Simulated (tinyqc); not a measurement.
Worked calculation: band offset from the macroscopic average of a supercell potential. Values are carried at full precision from step to step, so a last printed digit may differ when a step is redone from the rounded ones.

A model of the planar-averaged electrostatic energy of an electron in a periodic cell of N1 periods of A (L1 = N1 n1 h) and N2 periods of B (L2 = N2 n2 h), on z_j = j h: V(z) = f VA + (1 - f) VB + F t(z), VA = V1[0] + V1[1] cos(2 pi z/(n1 h)) + V1[2] cos(4 pi z/(n1 h)), VB the same with V2, n2 and z - L1. f = [tanh(z/w) - tanh((z - L1)/w) + tanh((z - L1 - L2)/w)]/2 + 1/2; t(z) = z - L1/2 in A and (L1/L2)(L1 + L2/2 - z) beyond, so that the cell is periodic.

Constants: e^2/(4 pi eps0) = 14.39964547 eV angstrom.

Parameters, chosen for this exercise (gaps near those of GaAs and AlAs; not measured data): h = 0.25 angstrom (grid step); n1 = 5 (grid points per period of A); n2 = 7 (grid points per period of B); N1 = 4 (periods of A); N2 = 4 (periods of B); V1 = (-4.65, 1.2, 0.14) eV (mean and two harmonics of the potential in A); V2 = (-8.11, 1.86, 0.12) eV (the same in B); w = 0.36 angstrom (width of the interfaces); F = 0 eV/angstrom (slope in A from opposite charges on the two interfaces); Ev1 = 4.49 eV (valence top of bulk A above its mean potential); Eg1 = (0.5, 1.51) eV (gap of A: semi-local value, corrected value); fv1 = 0.35 (share of the correction that lowers the valence top of A); Ev2 = 7.26 eV (valence top of bulk B above its mean potential); Eg2 = (1.43, 2.26) eV (gap of B: semi-local value, corrected value); fv2 = 0.29 (the same share for B); eps = 11 (dielectric constant at the interface).

## The planar average

Evaluate V on the grid, j = 0, 1, ...

V(z_j) (eV): -5.144  -5.239  -5.820  -5.641  -4.409  -3.314  -4.393  -5.578  -5.578  -4.392  -3.310  -4.392  -5.578  -5.578  -4.393  -3.315  -4.413  -5.641  -5.756  -4.908  -4.720  -6.461  -8.453  -9.648  -9.691  -8.627  -6.976  -6.130  -6.977  -8.632  -9.711  -9.711  -8.632  -6.977  -6.130  -6.977  -8.632  -9.711  -9.711  -8.632  -6.977  -6.130  -6.977  -8.629  -9.691  -9.613  -8.384  -6.698

## Running means

Running mean over n points, periodic: for odd n the plain mean of the n points centred on j; for even n the n + 1 points with half weight at both ends. The macroscopic average applies the mean over n1 points and then over n2 points.

Apply the first mean, then the second.

after the mean over n1 points (eV): -6.257  -5.708  -5.250  -4.884  -4.715  -4.667  -4.654  -4.651  -4.650  -4.650  -4.650  -4.650  -4.650  -4.651  -4.655  -4.668  -4.704  -4.807  -5.088  -5.497  -6.060  -6.838  -7.795  -8.576  -8.679  -8.214  -7.680  -7.468  -7.685  -8.232  -8.733  -8.733  -8.232  -7.685  -7.470  -7.685  -8.232  -8.733  -8.733  -8.232  -7.685  -7.469  -7.681  -8.208  -8.659  -8.603  -7.906  -7.015

macroscopic average (eV): -6.518  -5.962  -5.499  -5.162  -4.933  -4.782  -4.696  -4.662  -4.653  -4.651  -4.650  -4.651  -4.654  -4.661  -4.684  -4.746  -4.867  -5.068  -5.380  -5.827  -6.380  -6.933  -7.380  -7.692  -7.893  -8.014  -8.076  -8.099  -8.107  -8.109  -8.110  -8.110  -8.110  -8.110  -8.110  -8.110  -8.110  -8.110  -8.110  -8.109  -8.106  -8.095  -8.077  -8.030  -7.934  -7.761  -7.479  -7.057

Around the middle of B the first mean varies by 763 meV over five points and the second by 0 meV: one window removes only the period it matches.

## The potential line-up

Read the macroscopic average in the middle of each region, j = 10 and j = 34, and its slope in A by a central difference over two points each way.

plateau in A = -4.650 eV
plateau in B = -8.110 eV
dV = B - A = -3.460 eV
slope in A = 0.000 eV/angstrom

The plateaus are flat, so the line-up is well defined.

## Band offsets

dEv = Ev(A) - Ev(B) = Ev1 - (dV + Ev2); dEc = Ec(B) - Ec(A) = Eg2 - Eg1 - dEv. The correction of a gap, c = Eg[1] - Eg[0], lowers the valence top by fv c and leaves dV, a ground-state quantity, as it is. Type I: dEv and dEc of one sign; II: opposite signs; III: no overlap of the gaps.

Give the offsets with semi-local and with corrected band edges.

dEv, dEc, semi-local (eV): 0.690  0.240

lowering of the valence tops of A and B (eV): 0.353  0.241

dEv, dEc, corrected (eV): 0.577  0.173

The correction moves dEv by -0.11 eV and dEc by -0.07 eV; the type stays I.

## The dipole behind the step

A step dV of the mean electron energy from A to B across an interface equals 4 pi (e^2/4 pi eps0) times a dipole per area p (in e angstrom per angstrom^2). For a change of 0.1 eV in dV, give the charge per area moved over 2 angstrom in a medium of dielectric constant eps: sigma = 0.1 eps/(4 pi (e^2/4 pi eps0) 2). 1 angstrom^-2 = 1e16 cm^-2.

|p| = 0.01912 e/angstrom
sigma = 3.04e+13 e/cm^2

With about 7e14 atoms per cm^2 in a plane (as on a silicon (100) face), 4.3 % of an electron per atom shifts the line-up by 0.1 eV.

## Checks

- Line-up in a cell of 14 + 14 periods without slope against V2[0] - V1[0] (eV): both -3.4600.

(tinyqc, `OMP_NUM_THREADS=1 python tinyqc.py 1880227 1880228 out.jsonl`, Intel(R) Xeon(R) Processor @ 2.30GHz, 1 thread, shared host, about 0.01 s.)
